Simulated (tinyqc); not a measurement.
Inside a calculation: free and nearly free electrons in a metal. Values are carried at full precision from step to step, so a last printed digit may differ when a step is redone from the rounded ones.

The cubic cell holds 4 atoms: n = 4 z/a^3, kF = (3 pi^2 n)^(1/3), EF = c kF^2/m, vF = 2 c kF/(m hbar), c = hbar^2/2m0; rs = (3/(4 pi n))^(1/3)/a0; D(EF) = 3 n/(2 EF).

Constants: hbar^2/2m0 = 3.80998211 eV angstrom^2; hbar = 6.58211957e-16 eV s; a0 (Bohr radius) = 0.5291772105 angstrom; kB = 8.617333262e-05 eV/K.

Values chosen for the exercise (near those of Cu, whose d bands this model ignores; not measured data): a = 3.65 angstrom (fcc lattice constant); z = 1 (free electrons an atom); m = 1 m0 (mass); rho = 1.92 micro-ohm cm (bulk resistivity); T = 320 K; V = 1 eV (|V_G| for G = (111)); x = 0.81 (k along G as a share of |G|/2).

## The Fermi sphere

Evaluate the free-electron quantities.

n = 0.08226 1/angstrom^3
kF = 1.3454 1/angstrom
EF = 6.897 eV
vF = 1.558e+06 m/s
rs = 2.696
D(EF) per atom = 0.2175 1/eV

## Relaxation time and mean free path

Drude: 1/rho = n e^2 tau/(m m0) with e = 1.602176634e-19 C and m0 = 9.1093837e-31 kg; mean free path l = vF tau; rho l = hbar kF/(n e^2) = 12 pi^3 hbar/(e^2 S) with S = 4 pi kF^2 does not depend on tau or m.

Use SI units: n in 1/m^3 (1e30 per 1/angstrom^3), rho in ohm m (1e-8 per micro-ohm cm).

tau = 22.47 fs
l = 35.00 nm
rho l = 6.720 1e-16 ohm m^2

Wires lose conductivity to surfaces and grain boundaries, with an excess that scales as rho l over the width and is of the order of rho itself at a width of l = 35 nm.

## Thermal quantities

gamma = (pi^2/3) kB^2 D(EF) per atom, times 96485.33 x 1e3 for mJ/(mol K^2); mu(T) = EF (1 - (pi kB T/EF)^2/12); Wiedemann-Franz kappa = L0 T/rho with L0 = (pi^2/3) (kB/e)^2, kB/e in V/K.

gamma = 0.513 mJ/(mol K^2)
mu - EF = -0.0907 meV
kappa = 407 W/(m K)

## The sphere against the zone faces

Take G = (hkl) 2 pi/a for (111), (200) and (220), with the number of equivalent faces. The Bragg plane of G lies at |G|/2 with |G| = (2 pi/a) sqrt(h^2 + k^2 + l^2). Where kF exceeds it, the sphere cuts the plane in a circle of radius sqrt(kF^2 - G^2/4).

Distance and circle for each G:

| G | faces | \|G\|/2 (1/angstrom) | kF/(\|G\|/2) | circle radius |
|---|---|---|---|---|
| (111) | 8 | 1.4908 | 0.9025 | - |
| (200) | 6 | 1.7214 | 0.7816 | - |
| (220) | 12 | 2.4345 | 0.5527 | - |

The sphere stays inside the first zone; it reaches 0.903 of the way to the nearest faces.

## Two plane waves near the face

Two plane waves k and k - G, G = (111) (2 pi/a): H = [[c k^2/m, V], [V, c (k - G)^2/m]] with c = hbar^2/2m0.

Build H for k along G, diagonalise, and give the weight of the first wave in the lower state and its velocity along G relative to a free electron, (w k + (1 - w)(k - G))/k.

H (eV):
```
        1        2
1  5.5556   1.0000
2  1.0000  11.9909
```

levels (eV): 5.4038  12.1427

w = 0.9775
v/v_free = 0.9444

The splitting is 6.739 eV here and 2V = 2 eV on the face, where the normal velocity vanishes. There the lower band lies at 7.468 eV, above the free EF of 6.897 eV, so the Fermi surface does not reach the face. The real noble metals have necks on these faces, through a gap of 4 to 5 eV at L and their d bands.

## Checks

- Lower level against the closed form of the 2 x 2 problem (eV): both 5.4038.
- The product rho l against hbar kF/(n e^2) (1e-16 ohm m^2): both 6.720.

Program tinyqc; command `OMP_NUM_THREADS=1 python tinyqc.py 1680180 1680181 out.jsonl`; about 0.01 s on one thread of a shared Intel(R) Xeon(R) Processor @ 2.30GHz.
